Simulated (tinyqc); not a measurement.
Precursor delivery by bubblers, mass-transport growth and the solid composition of a III-V alloy: one step, computed by the program tinyqc. Command: `OMP_NUM_THREADS=1 python tinyqc.py 3000858 3000859 out.jsonl movpe_thermo walk`. One thread of a shared host (Intel(R) Xeon(R) Processor @ 2.30GHz), about 0.01 s of CPU time with the checks.

1 sccm = 44.615 micromol/min; 1 torr = 133.322 Pa. The sources decompose fully at the surface.

Question. Solid composition. A sticks fully. B desorbs: its surface pressure is p_B* = x gamma_B K/sqrt(p_V), ln gamma_B = L0 (1 - x)^2/(R T), K = 10^(log10 K at 1000 K) exp[-(H/R)(1/T - 1/1000)], p_V in torr. With equal diffusivities x = (p_2 - p_B*)/(p_1 + p_2 - p_B*). Growth rate = rate per torr x p_1/(1 - x).

Inputs (values chosen for the exercise, modelled on trimethylgallium (source 1) and trimethylindium (source 2) for the vapour pressures):
```
quantity,value,unit
bath temperature T1,273,K
bath temperature T2,302,K
growth temperature T,950,K
flow cross-section A,68,cm^2
interaction L0 of the solid,8.58,kJ/mol
"log10 of p_B,eq over pure BC at 1000 K and 1 torr of group V (exaggerated: liquid indium has about -4.1)",-2.7,log10 torr
enthalpy of that equilibrium H,300,kJ/mol
```

Alloy: mixing on the group-III sites, with desorption of B.

p_V = 0.7764706 torr

vapour fraction of source 2 = 0.1187503

p_1 = 0.006470526 torr

p_2 = 8.719172e-04 torr

growth rate per torr of group III = 91.81622 micrometre/(h torr)

Constants: R = 8.314462618 J/(mol K).

Give: K/sqrt(p_V); solid fraction x; share of B incorporated, 1 - p_B*/p_2; growth rate.

Answer.

K/sqrt(p_V) = 3.3900e-04 torr

solid fraction x = 0.10818

share of B incorporated, 1 - p_B*/p_2 = 0.90021

growth rate = 0.66617 micrometre/h

Only 90 % of the B supplied is built in; more group V or a lower T would raise it. Caution: the boundary layer is a quarter or more of the root of the cross-section, so it fills much of the channel and depletion along the flow matters.
